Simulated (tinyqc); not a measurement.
Inside a calculation. Model: planar ballistic transistor, top-of-the-barrier model.

Computed by the program tinyqc: `OMP_NUM_THREADS=1 python tinyqc.py 2400094 2400095 out.jsonl`, one thread of a shared Intel Xeon 2.30GHz, about 0.01 s for the whole run. Printed values are rounded.

At the top of the source barrier, states moving towards the drain are filled by the source (Fermi level 0) and states moving back by the drain (Fermi level -q Vd); nothing scatters. U is the shift of the band edge there, set by the capacitances CG, CD and CS (the total) and by the charge. Parabolic two-dimensional band; the source is grounded.

Parameters, values chosen for the exercise; mass and valleys close to those of gallium arsenide:

| symbol | value | unit | meaning |
|---|---|---|---|
| T | 400 | K | temperature |
| m | 0.0661 | m0 | effective mass |
| gv | 1 |  | valley degeneracy |
| eox | 16 |  | relative permittivity of the gate insulator |
| tox | 1.6 | nm | insulator thickness |
| aG | 0.76 |  | gate control CG/CS |
| aD | 0.112 |  | drain control CD/CS |
| E0 | 0.18 | eV | band edge at the barrier top above the source Fermi level at zero bias |
| Vg | 0.5 | V | gate voltage |
| Vd | 0.2 | V | drain voltage |

Constants: q = 1.602176634e-19 C, kB = 1.380649e-23 J/K, hbar = 1.054571817e-34 J s, m0 = 9.1093837015e-31 kg, Vt = kB T/q, eps0 = 8.8541878128e-14 F/cm where lengths are in cm. Results are converted to the units shown.

## Density of states, capacitances and charge at zero bias

N0 = gv m kB T/(pi hbar^2), CG = eps0 eox/tox, vT = sqrt(2 kB T/(pi m)), CS = CG/aG, n0 = n at U = 0 and Vd = 0. eta1 = -(E0 + U)/Vt, eta2 = eta1 - Vd/Vt, n = (N0/2)[F_0(eta1) + F_0(eta2)], F_0(x) = ln(1 + exp x). UL = -(aG Vg + aD Vd).

N0 = 9.51769e11 cm^-2
CG = 8.85419 uF/cm^2
CS = 11.6502 uF/cm^2
n0 = 5.12227e9 cm^-2
UL = -0.4024 eV

## Iteration 1: self-consistent potential at the barrier top

U at the start (U = UL) = -0.4024 eV

eta1 = -(E0 + U)/Vt, eta2 = eta1 - Vd/Vt, n = (N0/2)[F_0(eta1) + F_0(eta2)], F_0(x) = ln(1 + exp x). U(out) = UL + q (n - n0)/CS. U(new) = U(out).

eta1 = 6.45211
eta2 = 0.649853
n = 3.58039e12 cm^-2
U(out) = -0.353232 eV
U after iteration 1 = -0.353232 eV

## Iteration 2: self-consistent potential at the barrier top

As before.

eta1 = 5.02568
eta2 = -0.776577
n = 2.57484e12 cm^-2
U(out) = -0.367060 eV
U after iteration 2 = -0.367060 eV

## Course of the iteration: self-consistent potential at the barrier top

Stop when U changes by less than 1e-9 eV, or after 90 iterations.

Course of the iteration:

| iteration | U (eV) | \|change\| (eV) |
|---|---|---|
| 1 | -0.353232 | 0.0492 |
| 2 | -0.367060 | 0.0138 |
| 3 | -0.363503 | 3.56e-3 |
| 4 | -0.364442 | 9.39e-4 |
| 5 | -0.364196 | 2.46e-4 |
| 6 | -0.364261 | 6.47e-5 |
| 7 | -0.364244 | 1.70e-5 |
| 8 | -0.364248 | 4.46e-6 |
| 9 | -0.364247 | 1.17e-6 |
| 10 | -0.364247 | 3.07e-7 |
| 11 | -0.364247 | 8.07e-8 |
| 12 | -0.364247 | 2.12e-8 |
| 13 | -0.364247 | 5.56e-9 |
| 14 | -0.364247 | 1.46e-9 |
| 15 | -0.364247 | 3.84e-10 |

Converged in 15 iterations. At the end each change is about 0.26 times the one before, with alternating sign: linear convergence.

## Current, mean velocity and share of the gate voltage

converged U = -0.364247 eV

N0 = gv m kB T/(pi hbar^2), CG = eps0 eox/tox, vT = sqrt(2 kB T/(pi m)), CS = CG/aG, n0 = n at U = 0 and Vd = 0. eta1 = -(E0 + U)/Vt, eta2 = eta1 - Vd/Vt, n = (N0/2)[F_0(eta1) + F_0(eta2)], F_0(x) = ln(1 + exp x). I = q (N0/2) vT [F_(1/2)(eta1) - F_(1/2)(eta2)] per width, F_(1/2)(x) = (2/sqrt(pi)) int_0^infinity u^(1/2)/(1 + exp(u - x)) du. Mean velocity I/(q n). CQ = (q/Vt) dn/d(eta1); the band edge follows the gate as -dU/dVg = aG/(1 + CQ/CS).

eta1 = 5.34525
n = 2.77942e12 cm^-2
I = 1692.67 uA/um
mean velocity = 3.80109e7 cm/s
CQ = 3.05903 uF/cm^2
-dU/dVg = 0.601946 eV/V

The carriers from the source are degenerate (eta1 = 5.35), and the mean velocity is 1.57 times vT = sqrt(2 kB T/(pi m)) = 2.42e7 cm/s. The drain fills a good part of the returning states, which lowers the mean.
